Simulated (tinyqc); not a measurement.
Parabolic quantum dot in a magnetic field (Fock-Darwin), step by step. Values are carried at full precision from step to step, so a last printed digit may differ when a step is redone from the rounded ones.

Two dimensions, V = m w0^2 r^2/2, one valley. hbar wc = 2 muB B/m, W = sqrt(w0^2 + wc^2/4), E(n, l, s) = (2n + |l| + 1) hbar W - l hbar wc/2 + s gs muB B, n = 0, 1, ..., l = 0, +/-1, ..., s = +/-1/2; length lam = sqrt(2c/(m hbar W)), c = hbar^2/2m0.

Constants: muB = 5.788381798e-05 eV/T; hbar^2/2m0 = 3.80998211 eV angstrom^2; e^2/(4 pi eps0) = 14.39964547 eV angstrom.

Values chosen for the exercise (near those of a gate-defined dot in GaAs; shifted at random, so the results belong to these values and not to a real crystal):
- m = 0.0644 m0 (mass)
- gs = -0.47 (g factor)
- w0 = 2.9 meV (confinement energy hbar w0)
- B = 1.81 T (magnetic field)
- Ec = 1.3 meV (charging energy e^2/C)
- eps = 12.6 (dielectric constant)

## Energy and length scales

Give hbar wc, hbar W, the two mode energies hbar W +/- hbar wc/2, the Zeeman energy |gs| muB B and lam.

hbar wc = 3.2537 meV
hbar W = 3.3252 meV

modes (meV): 4.9520  1.6983

Zeeman energy = 0.0492 meV
lam = 188.6 angstrom

The product of the modes is w0^2 = 8.41 meV^2 at any field. These two lines are all that far-infrared light sees, whatever the number of electrons (Kohn theorem).

## Orbital levels

The eight lowest (n, l) from E = (2n + |l| + 1) W - l wc/2.

Levels:
```
(n,l)   E (meV)
(0,0)     3.325
(0,1)     5.023
(0,2)     6.722
(0,-1)    8.277
(0,3)     8.420
(1,0)     9.975
(0,4)    10.118
(1,1)    11.674
```

## Addition spectrum

Constant interaction: mu(N) = E_N + (N - 1/2) Ec with the spin-resolved levels filled in order; the addition energy is mu(N + 1) - mu(N).

Filling:
```
N   state added  E_N (meV)  mu(N) (meV)  addition energy (meV)
1        (0,0)+      3.301        3.951                  1.349
2        (0,0)-      3.350        5.300                  2.949
3        (0,1)+      4.999        8.249                  1.349
4        (0,1)-      5.048        9.598                  2.949
5        (0,2)+      6.697       12.547                  1.349
6        (0,2)-      6.746       13.896                  2.806
7       (0,-1)+      8.253       16.703                  1.349
8       (0,-1)-      8.302       18.052                  1.394
9        (0,3)+      8.395       19.445                  1.349
10       (0,3)-      8.445       20.795                  2.806
```

The largest addition energy falls at N = 2 and 4; at zero field it peaks at the closed shells 2, 6 and 12. Exchange, which the model lacks, would favour parallel spins near level crossings. Ec is an independent input that includes screening by the gates.

## Singlet and triplet of two electrons

Two electrons, first order in the Coulomb energy: the singlet (0,0)^2 has 2W + J0 and the lowest triplet (0,0)(0,1) has 3W - wc/2 + J0/2 - Ez, with J0 = sqrt(pi/2) q/(eps lam), q = e^2/(4 pi eps0), Ez = |gs| muB B.

Give J0, the triplet less the singlet, and J0/W.

J0 = 7.593 meV
E(T) - E(S) = -2.147 meV
J0/W = 2.28

The triplet is lower at this order. J0 exceeds W, so first order overstates the interaction and the result is only a guide.

## The same without perturbation theory

Exact treatment: the centre of mass separates with energy W, and the relative motion obeys [-(2c/m) Laplacian + (2c/m) r^2/(2 lam^2)^2 + q/(eps r)] psi = e_l psi for angular number l, solved in 14 Gaussians r^l exp(-a r^2), a = 1.7^i/(4 lam^2), i = -3 to 10. E(S) = W + e_0, E(T) = W + e_1 - wc/2 - Ez.

Solve for e_0 and e_1.

e_0, e_1 (meV): 8.66  10.13

first-order values W + J0 and 2W + J0/2 (meV): 10.92  10.45

E(T) - E(S), exact = -0.20 meV

First order overshoots e_0 by 2.26 meV and e_1 by only 0.31 meV, since the singlet gains more by keeping the electrons apart; it therefore favours the triplet by 1.95 meV too much. Of these two the triplet is lower, as first order says.

## Checks

- e_0 at W = 2 Ry m/eps^2, where it is exactly 2W, as a ratio e_0/W: both 2.000.
- Level (0,1) from the radial equation by finite differences against the formula, meV: both 5.02.

Computed by tinyqc, a small Python program: `OMP_NUM_THREADS=1 python tinyqc.py 1250140 1250141 out.jsonl` (the numbers bound the seed that draws the inputs); one thread of a shared host (Intel(R) Xeon(R) Processor @ 2.30GHz), about 0.05 s for the whole set of steps.
